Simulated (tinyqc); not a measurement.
Temperature series and Richardson plot: current of a Schottky diode by thermionic-emission-diffusion theory, and its read-back from I-V-T and C-V data. Computed by tinyqc, a small Python program. Command: `OMP_NUM_THREADS=1 python tinyqc.py 3014227 3014228 out.jsonl schottky walk`. One thread of a shared host (Intel(R) Xeon(R) Processor @ 2.30GHz), about 0.01 s of CPU time with the checks.

Full ionisation, no tunnelling, no recombination current. V is the voltage across the junction itself, forward positive.

Inputs (values chosen for the exercise, modelled on n-type GaN):
```
quantity                                     value          unit
Richardson constant A*                        25.6  A/(cm^2 K^2)
effective density of states at 300 K, N_c  2.3e+18        1/cm^3
permittivity eps                               9.7             -
mobility mu                                    830    cm^2/(V s)
barrier without image force phi_0             1.08            eV
doping N                                   3.4e+16        1/cm^3
junction voltage V                            0.44             V
```

Barrier: uniform.

Constants: k_B = 8.617333262e-05 eV/K; e = 1.602176634e-19 C; eps_0 = 8.8541878128e-12 F/m.

Method:
- N_c(T) = N_c (T/300 K)^(3/2); V_bi = phi_0 - (k_B T/e) ln(N_c(T)/N); surface field F = sqrt(2 e N (V_bi - V - k_B T/e)/(eps eps_0)); image lowering d_phi = sqrt(e F/(4 pi eps eps_0)); effective barrier phi = phi_0 - d_phi.
- Collection velocity v_R = A* T^2/(e N_c(T)); diffusion velocity v_D = mu F; J = e N_c(T) v_R/(1 + v_R/v_D) exp(-phi/k_B T) [exp(e V/k_B T) - 1].
- Ideality n = (e/k_B T)/(d ln J/dV) by a central difference of +/- 1 mV; J_0 = J exp(-e V/(n k_B T)); apparent barrier phi_IV = k_B T ln(A* T^2/J_0); a C-V plot gives phi_CV = phi_0, the mean without lowering.
- A least-squares line of ln(J_0/T^2) against 1/(k_B T) gives a barrier (minus the slope) and a Richardson constant (exp of the intercept).

At the same junction voltage:
```
T (K)  1/k_B T (1/eV)       n  J_0 (A/cm^2)  phi_IV (eV)  ln(J_0/T^2)
200            58.023  1.0171    6.9668e-21       1.0384      -57.010
250            46.418  1.0183    1.8238e-15       1.0389      -44.981
300            38.682  1.0196    7.9746e-12       1.0394      -36.962
350            33.156  1.0213    3.3335e-09       1.0399      -31.235
400            29.011  1.0233    3.1949e-07       1.0404      -26.939
450            25.788  1.0257    1.1431e-05       1.0408      -23.598
```

barrier from the Richardson plot = 1.0365 eV

Richardson constant from the plot = 22.904 A/(cm^2 K^2)

From 200 to 450 K n goes from 1.017 to 1.026 and phi_IV from 1.038 to 1.041 eV. The plot returns 1.037 eV against phi_0 = 1.08 and a constant 0.895 times the true A*.

Extremes, crossings and ranges named in words are read from the listed rows.
